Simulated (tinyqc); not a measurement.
Koster-Slater impurity in a tight-binding band, by Green functions and by supercells. Growing the supercell. Computed by tinyqc, a small Python program. Command: `OMP_NUM_THREADS=1 python tinyqc.py 3011993 3011994 out.jsonl kosterslater sweep`. One thread of a shared host (Intel(R) Xeon(R) Processor @ 2.30GHz), about 0.02 s of CPU time with the checks.

One orbital per site, e(k) = -2 t sum cos(k_i) over 1 direction(s), band from -2 t to 2 t, lattice constant 1. One site has the extra energy U. Spin is left out.

Inputs (values chosen for the exercise, for a model band): hopping t = 1.4 eV; impurity potential U = -0.563 eV.

Lattice: chain.

Method:
- Outside the band G0(E) = sign(E)/sqrt(E^2 - 4 t^2).
- A bound state solves 1/U = G0(E).
- Bisection in ln(distance from the edge) between 1e-5 t and |U| + t. Weight on the impurity site: -1/(U^2 dG0/dE), by a central difference with step min(1e-4 t, distance/30). Decay length along an axis: 1/arccosh(1 + distance/(2 t)).
- In a periodic cell of N sites along each direction with Bloch vector K, the level solves 1/U = N^-d sum_k 1/(E - e(k)), k_i = (2 pi m_i + K_i)/N, m_i = 0..N-1; the outermost root on the side of U is taken (bisection). d is the number of directions. Gamma means K_i = 0, the zone corner K_i = pi, the quarter point K_i = pi/2.
- The error is measured against the isolated level E_b.

One run for each value:
```
supercell edge N (sites),error at Gamma (eV),width between Gamma and the corner (eV),level at Gamma (eV),level at the quarter point (eV)
3,-0.14910,1.2138,-3.0051,-2.6353
4,-0.10382,0.6785,-2.9599,-2.7519
5,-0.07678,0.4207,-2.9328,-2.8009
6,-0.05892,0.2796,-2.9150,-2.8247
8,-0.03705,0.1412,-2.8931,-2.8445
10,-0.02447,0.0796,-2.8805,-2.8514
```

Over the rows, error at Gamma (eV) rises from -0.149 to -0.0245 (exponent d ln y / d ln x -1.3 between the first rows and -1.9 between the last); width between Gamma and the corner (eV) falls from 1.21 to 0.0796 (exponent d ln y / d ln x -2.0 between the first rows and -2.6 between the last); level at Gamma (eV) rises from -3.01 to -2.88 (exponent d ln y / d ln x -0.053 between the first rows and -0.020 between the last).

Extremes, crossings and ranges named in words are read from the listed rows.
